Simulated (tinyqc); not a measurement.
Gated graphene, quantum capacitance: one step of the calculation.

phi is the Fermi level above the Dirac point, in volts; Vg is counted from the gate voltage of charge neutrality. Ideal linear bands, no charge puddles.

Task. New phi. N0 = (2/pi)(kB T/(hbar vF))^2; n = N0 F1(phi/Vt), p = N0 F1(-phi/Vt), F1(e) = int_0^infinity u du/(1 + exp(u - e)) = -Li2(-exp(e)); Cq = q d(n - p)/dphi = (q N0/Vt) ln[2 (1 + cosh(phi/Vt))]. Newton: f = phi + q (n - p + Dit phi)/Cox - Vg, phi(new) = phi - f/(1 + (Cq + q Dit)/Cox).

Parameters, values chosen for the exercise; values close to those of graphene:
```
symbol,value,unit,meaning
T,300,K,temperature
vF,1.1e6,m/s,Fermi velocity
Dit,4.3e11,cm^-2 eV^-1,density of traps
Vg,-0.94,V,gate voltage
```

Constants: q = 1.602176634e-19 C, kB = 1.380649e-23 J/K, hbar = 1.054571817e-34 J s, Vt = kB T/q. Results are converted to the units shown.

phi at the start = -0.94 V
Cox = 0.44320129 uF/cm^2

Give: n; p; Cq; f; phi after iteration 1.

Result.

n = 1.3123e-5 cm^-2
p = 5.3786e13 cm^-2
Cq = 18.289 uF/cm^2
f = -19.590 V
phi after iteration 1 = -0.47822 V

tinyqc, about 0.01 s, one thread, Intel Xeon 2.30GHz (shared host): `OMP_NUM_THREADS=1 python tinyqc.py 2200035 2200036 out.jsonl`
